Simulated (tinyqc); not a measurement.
# On-chip interconnect, size-dependent resistivity and RC delay: course in time

A rectangular line between two neighbours and two ground planes. Surface and grain-boundary scattering are added to the bulk resistivity as corrections; capacitances are parallel-plate values without fringing; inductance is ignored.

7 equal pi sections: series Rs = r Lw/7; node capacitances c Lw/7, halved at nodes 0 and 7, with Cl added to node 7; Rd feeds node 0. Elmore delay of node k: the sum, over the resistors on the path to k, of resistance times all capacitance downstream of it.

A 1 V step is applied behind Rd at t = 0. C dv/dt = -G v + b, with G the conductance matrix of the ladder (1/Rs between neighbours, 1/Rd added at node 0) and b = (1 V/Rd, 0, ...). Backward Euler step: (C/dt + G) v(new) = (C/dt) v + b. The last column solves the same ladder exactly by its modes.

Inputs (values chosen for the exercise):

| symbol | value | unit | meaning |
|---|---|---|---|
| Rd | 18000 | ohm | driver resistance |
| dt | 19 | ps | time step |

Rs = 825.748 ohm
C, node 0 to 7 (fF): 0.272437  0.544873  0.544873  0.544873  0.544873  0.544873  0.544873  1.77244

Voltages (V):
```
t (ps)	node 0	node 3	node 7	node 7, exact
19.00	0.2462	0.1659	0.1127	0.1160
38.00	0.3674	0.2936	0.2373	0.2561
57.00	0.4621	0.3985	0.3487	0.3741
76.00	0.5416	0.4873	0.4445	0.4735
95.00	0.6092	0.5629	0.5263	0.5571
114.0	0.6668	0.6273	0.5961	0.6274
133.0	0.7159	0.6822	0.6557	0.6865
152.0	0.7578	0.7291	0.7064	0.7363
171.0	0.7935	0.7690	0.7497	0.7781
190.0	0.8239	0.8030	0.7866	0.8133
209.0	0.8499	0.8321	0.8180	0.8430
228.0	0.8720	0.8568	0.8448	0.8679
```

What does the table show?

The far end of the ladder reaches 0.5 V at 81.68 ps, 0.708 of its Elmore delay (ln 2 = 0.693 for a single pole); the slowest mode has a time constant of 109.9 ps. The largest error of the backward Euler steps at that node is 31 mV.

tinyqc, about 0.01 s, one thread, Intel Xeon 2.30GHz (shared host): `OMP_NUM_THREADS=1 python tinyqc.py 2100014 2100015 out.jsonl`
